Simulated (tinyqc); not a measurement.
Comparisons within one model: Slater-Koster d bands of an fcc metal. A value that a table varies takes the place of the one given here.

Slater-Koster d bands. For a bond with direction cosines (l, m, n) the 5 x 5 block is dds Ps + ddp Pp + ddd (1 - Ps - Pp), the projectors on sigma, pi and delta states about the bond; for instance <xy|xy> = 3 l^2 m^2 dds + (l^2 + m^2 - 4 l^2 m^2) ddp + (n^2 + l^2 m^2) ddd, <xy|yz> = 3 l m^2 n dds + l n (1 - 4 m^2) ddp + l n (m^2 - 1) ddd and <3z2-r2|3z2-r2> = (n^2 - (l^2 + m^2)/2)^2 dds + 3 n^2 (l^2 + m^2) ddp + (3/4)(l^2 + m^2)^2 ddd. H(k) sums the blocks times cos(k.R) over the neighbours; the d level is the zero of energy; k in 2 pi/a.

Neighbours: twelve at (a/2)(1,1,0) and equivalents.

Mesh: k = f1 b1 + f2 b2 + f3 b3 with fractions (j + 1/2)/N, j = 0 to N - 1, and b = (-1,1,1), (1,-1,1), (1,1,-1) for fcc, (0,1,1), (1,0,1), (1,1,0) for bcc, unit vectors for simple cubic. The lowest Nd/10 of all levels are filled with two electrons each; the bond energy is their sum per atom.

Inputs chosen for the exercise (of the size met in Cu; not measured data):
- dds = -0.359 eV (dd sigma)
- ddp = 0.23 eV (dd pi)
- ddd = -0.039 eV (dd delta)
- N = 10 (mesh)
- f2 = 0.487 (factor for second neighbours in bcc)

## Band filling: full bands against the rectangular model

W = sqrt(12 mu2) with mu2 the mean square level on the mesh; rectangular model: Fermi level W (Nd/10 - 1/2), bond energy -W Nd (10 - Nd)/20. The Fermi level of the mesh is the highest filled level.

Per atom (eV):
```
Nd  EF, bands  bond energy, bands  EF, rectangle  bond energy, rectangle
1      -0.992              -1.269         -1.047                  -1.177
2      -0.803              -2.170         -0.785                  -2.093
3      -0.543              -2.834         -0.523                  -2.747
4      -0.217              -3.224         -0.262                  -3.140
5       0.048              -3.296          0.000                  -3.271
6       0.359              -3.078          0.262                  -3.140
7       0.561              -2.606          0.523                  -2.747
8       0.782              -1.923          0.785                  -2.093
9       0.963              -1.037          1.047                  -1.177
```

W = 2.617 eV
full width on the mesh = 2.986 eV

What does this show, and why?

The bond energy is deepest at Nd = 5 (-3.296 eV); the rectangle has its minimum at 5. The two differ most at Nd = 8, by 0.170 eV or 5 % of the deepest value: the second moment fixes the parabola, and higher moments the rest. At Nd = 3 and 7 the bands give -2.834 and -2.606 eV, a skew towards less than half filling.

## Which lattice a d-band metal prefers

fcc has twelve neighbours, bcc eight and six (the six times f2), simple cubic six. The integrals of bcc and sc are scaled so that all three have the second moment of fcc, which stands for equal repulsion (structural energy difference theorem). s and p electrons are left out.

Bond energy per atom:
```
Nd  fcc (eV)  bcc - fcc (meV)  sc - fcc (meV)
1     -1.269               81               8
2     -2.170               44              27
3     -2.834              -42             124
4     -3.224             -140             184
5     -3.296              -31             175
6     -3.078              118              38
7     -2.606              157            -103
8     -1.923               72            -220
9     -1.037              -54            -224
```

scale factors: bcc 1.1285, sc 1.4142

mu3/mu2^1.5: fcc -0.243, bcc -0.232, sc 0.000

mu4/mu2^2: fcc 1.854, bcc 1.710, sc 2.177

largest change of a difference when N is raised to 14 = 8 meV

What does this show, and why?

fcc is lowest for Nd = 1, 2 and 6. bcc is lowest for Nd = 3, 4 and 5. sc is lowest for Nd = 7, 8 and 9. bcc gains most on fcc at Nd = 4 (-140 meV). A small fourth moment marks a two-peaked band, which tends to favour fillings near one half; bcc has -8 % against fcc, and at Nd = 5 it lies -31 meV from fcc (differences of a few tens of meV are within the error of the mesh; hcp is left out, and this d-only model can miss the lattice of the real metal). The third moments, from three-membered rings, skew the bands. That simple cubic wins anywhere comes from keeping d bands and equal second moments alone; no transition metal takes it. Differences below about 8 meV are within the error of this mesh, and the s and p electrons left out weigh most where the d band is nearly empty or full.

## What each integral does

Levels at Gamma, E(t2g) = 3 dds + 4 ddp + 5 ddd, E(eg) = 1.5 dds + 6 ddp + 4.5 ddd, and W = sqrt(12 mu2), the width of a rectangular band with the same second moment mu2 = z (dds^2 + 2 ddp^2 + 2 ddd^2)/5, z = 12. Each row changes one parameter from the base and keeps the others.

Results:
```
case              t2g (eV)  eg (eV)  W (eV)
base               -0.3520   0.6660  2.6166
dds = -0.3051 eV   -0.1903   0.7469  2.4115
ddp = 0.2645 eV    -0.2140   0.8730  2.7981
ddd = -0.0331 eV   -0.3225   0.6925  2.6119
```

How do the results move?

The largest shifts from the base row, up to three for each result and ties (the steps differ in size, so this ranks the rows, not the parameters). t2g (eV): dds +0.1617, ddp +0.1380, ddd +0.0295. eg (eV): ddp +0.2070, dds +0.0808, ddd +0.0265. W (eV): dds -0.2050, ddp +0.1815, ddd -0.0047. The ratio of the shifts of t2g and eg names the integral: 3 : 1.5 for dds, 4 : 6 for ddp, 5 : 4.5 for ddd.

Computed by tinyqc, a small Python program: `OMP_NUM_THREADS=1 python tinyqc.py 1482530 1482531 out.jsonl` (the numbers bound the seed that draws the inputs); one thread of a shared host (Intel(R) Xeon(R) Processor @ 2.30GHz), about 0.05 s for the whole set of steps.
